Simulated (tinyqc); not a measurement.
Inside a calculation: five-level k.p model folded onto the conduction band. Values are carried at full precision from step to step, so a last printed digit may differ when a step is redone from the rounded ones.

Second-order sums for the lowest conduction level at E: 1/m = 1 + Cm + (Ep/3)(2/E + 1/(E + Dso)) - (Ep2/3)(2/(E7 + D2 - E) + 1/(E7 - E)); g/2 = 1 + Cg - (Ep/3)(1/E - 1/(E + Dso)) - (Ep2/3)(1/(E7 - E) - 1/(E7 + D2 - E)). E is counted from the top of the valence band; E = Eg at the edge.

Constants: hbar^2/2m0 = 3.80998211 eV angstrom^2.

Values chosen for the exercise (near those of InP; not measured data): Eg = 1.446 eV (gap at Gamma to the s-like level); Dso = 0.108 eV (spin-orbit splitting); Ep = 20.5 eV (Kane energy); E7 = 4.7 eV (upper Gamma7 conduction level, from the valence top); D2 = 0.07 eV (its spin-orbit splitting, Gamma8 above Gamma7); Ep2 = 3.8 eV (Kane energy to the upper levels); Cm = -1.4 (remote term in 1/m); Cg = 0 (remote term in g/2); k = 0.061 1/angstrom (wave vector along z).

## Mass and g factor term by term

Evaluate at E = Eg.

Terms:
```
level           part of 1/m  part of g
free + remote       -0.4000     2.0000
Gamma8 valence       9.4514    -9.4514
Gamma7 valence       4.3973     8.7945
Gamma8 upper        -0.7621     0.7621
Gamma7 upper        -0.3893    -0.7785
```

m = 0.0813 m0
g = 1.327

The valence levels give 13.85 to 1/m and the upper levels take 1.15 away. In g the two valence terms nearly cancel when Dso is small against Eg; here Dso/Eg = 0.07 and they leave -0.657, the upper pair -0.016.

## The matrix at one k

For k along z and one spin sector the level c couples to four states. With c0 = hbar^2/2m0, P = sqrt(Ep c0), P2 = sqrt(Ep2 c0): diagonal Eg + (1 + Cm) c0 k^2 for c, and 0, -Dso, E7 + D2, E7 for lh, so, G8 up, G7 up (their own dispersion is left out); couplings of c: sqrt(2/3) P k to lh, sqrt(1/3) P k to so, sqrt(2/3) P2 k to G8 up, sqrt(1/3) P2 k to G7 up (phases chosen real).

Fill in the matrix.

H (eV):
```
             c       lh        so    G8 up    G7 up
c      1.44033  0.44017   0.31125  0.18951  0.13401
lh     0.44017        0         0        0        0
so     0.31125        0  -0.10800        0        0
G8 up  0.18951        0         0  4.77000        0
G7 up  0.13401        0         0        0  4.70000
```

## Exact folding onto c

Solve E = H_cc + S(E), S(E) = sum_j H_cj^2/(E - H_jj), from E = H_cc, by plain substitution and by Newton steps on E - H_cc - S(E). The weight of c in the state is Z = 1/(1 - dS/dE). The exact level is the third eigenvalue of H from below.

Iterates (eV):
```
step  substitution   Newton
0          1.44033  1.44033
1          1.62112  1.59909
2          1.59863  1.60092
3          1.60118  1.60092
4          1.60089  1.60092
5          1.60092  1.60092
6          1.60092  1.60092
7          1.60092  1.60092
```

exact level = 1.60092 eV
Z = 0.8975

Substitution multiplies the error by about dS/dE = 1 - 1/Z = -0.114 a step, so it alternates; after 7 steps it is off by 4.4e-08 eV, while Newton is within 1e-5 eV from step 2 on.

## Loewdin series

Expanding E = H_cc + S(E) about Eg in powers of k^2, with s_n = sum_j H_cj^2/(Eg - H_jj)^n: order k^2: e2 = (1 + Cm) c0 k^2 + s1; order k^4: e4 = -s2 e2; order k^6: e6 = s3 e2^2 + s2^2 e2.

Give each order and the partial sums, counted from Eg.

s1 (eV), s2 (no unit), s3 (1/eV); (1 + Cm) c0 k^2 is H_cc - Eg: 0.18001  0.13773  0.08840

e2, e4, e6 (eV): 0.17434  -0.02401  0.00599

partial sums (eV): 0.17434  0.15033  0.15632

The exact value is 0.15492 eV; the errors of the partial sums are +19.42, -4.59 and +1.40 meV.

## Checks

- Curvature of the exact level at small k against the sum for 1/m: both 12.297.

(tinyqc, `OMP_NUM_THREADS=1 python tinyqc.py 1081403 1081404 out.jsonl`, Intel(R) Xeon(R) Processor @ 2.30GHz, 1 thread, shared host, about 0.01 s.)
